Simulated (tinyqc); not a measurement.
Worked calculation: two-band massive Dirac model of the K valleys. Values are carried at full precision from step to step, so a last printed digit may differ when a step is redone from the rounded ones.

Basis (conduction, valence): H = [[D/2, a t (tau kx - i ky)], [a t (tau kx + i ky), -D/2 + lam tau sz]], valley tau = +/-1, spin sz = +/-1. The gap of a spin and valley is G = D - lam tau sz. Berry curvature Omega = curl of i<u|grad u>; for the conduction band Omega_c = -tau 2 a^2 t^2 G/(G^2 + 4 a^2 t^2 k^2)^(3/2), and Omega_v = -Omega_c.

Constants: hbar^2/2m0 = 3.80998211 eV angstrom^2.

Parameters, chosen for this exercise (near those used for monolayer MoS2; shifted at random, so the results belong to these values and not to a real crystal):

| symbol | value | unit | meaning |
|---|---|---|---|
| a | 3.195 | angstrom | lattice constant |
| D | 1.67 | eV | gap parameter |
| t | 1.13 | eV | effective hopping |
| lam | 0.065 | eV | half the valence spin splitting |
| tau | 1 |  | valley |
| sz | -1 |  | spin |
| k | (-0.048, 0.076) | 1/angstrom | wave vector from the valley |
| h | 0.02 | 1/angstrom | side of the plaquette |

## Band edges of the four flavours

At k = 0: Ec = D/2, Ev = -D/2 + lam tau sz; mass m/m0 = c G/(a t)^2 for both bands, c = hbar^2/2m0; Omega_c(0) = -2 tau a^2 t^2/G^2.

Edges:

| tau | sz | Ec (eV) | Ev (eV) | G (eV) | mass (m0) | Omega_c (angstrom^2) |
|---|---|---|---|---|---|---|
| 1 | 1 | 0.8350 | -0.7700 | 1.6050 | 0.4691 | -10.120 |
| 1 | -1 | 0.8350 | -0.9000 | 1.7350 | 0.5071 | -8.660 |
| -1 | 1 | 0.8350 | -0.9000 | 1.7350 | 0.5071 | 8.660 |
| -1 | -1 | 0.8350 | -0.7700 | 1.6050 | 0.4691 | 10.120 |

The top of the valence band has spin up at tau = +1 and spin down at tau = -1: spin and valley are locked, with 130 meV between the two valence bands (A and B transitions at 1.605 and 1.735 eV, without exciton binding).

## H at one k

Fill in the matrix and diagonalise: E = lam tau sz/2 -/+ sqrt(G^2/4 + a^2 t^2 k^2).

H (eV):
```
                 c                v
c           0.8350  -0.1733-0.2744i
v  -0.1733+0.2744i          -0.9000
```

levels (eV): -0.9587  0.8937

cos(theta) = G/(E+ - E-) = 0.9366

## Curvature, orbital moment and circular dichroism

Omega_c from the formula; orbital moment of both bands m = -tau (a t)^2 G/(c (G^2 + 4 a^2 t^2 k^2)) in Bohr magnetons (charge -e), c = hbar^2/2m0; interband strengths |P+/-|^2 proportional to (1 +/- tau cos(theta))^2 for P+/- = Px +/- i Py, and eta = (|P+|^2 - |P-|^2)/(|P+|^2 + |P-|^2) = 2 tau cos(theta)/(1 + cos^2(theta)).

Omega_c = -7.115 angstrom^2
orbital moment = -1.730 muB
eta = 0.9979

All three change sign with the valley. The selection rule, exact at k = 0, still holds to 99.8 % here.

## The curvature from a plaquette

Corners counter-clockwise around k, from (-h/2, -h/2); upper eigenvector u with its first component real and positive; Omega = -(sum of arg <u_j|u_(j+1)>)/h^2.

Corners:

| j | kx | ky | u_c | u_v | arg <u_j\|u_j+1> (rad) |
|---|---|---|---|---|---|
| 1 | -0.0580 | 0.0660 | 0.98468 | -0.11512+0.13099i | -0.005263 |
| 2 | -0.0380 | 0.0660 | 0.98825 | -0.07627+0.13248i | -0.003010 |
| 3 | -0.0380 | 0.0860 | 0.98266 | -0.07494+0.16959i | 0.006622 |
| 4 | -0.0580 | 0.0860 | 0.97931 | -0.11315+0.16777i | 0.004494 |

Omega_c from the plaquette = -7.108 angstrom^2

The formula at the centre gives -7.115; the plaquette averages over its area.

## Checks

- Curvature formula against a plaquette of side 1e-4: both -7.1154.
- Eta against the matrix elements of dH/dkx +/- i dH/dky: both 0.99786.

Program tinyqc; command `OMP_NUM_THREADS=1 python tinyqc.py 1450471 1450472 out.jsonl`; about 0.01 s on one thread of a shared Intel(R) Xeon(R) Processor @ 2.30GHz.
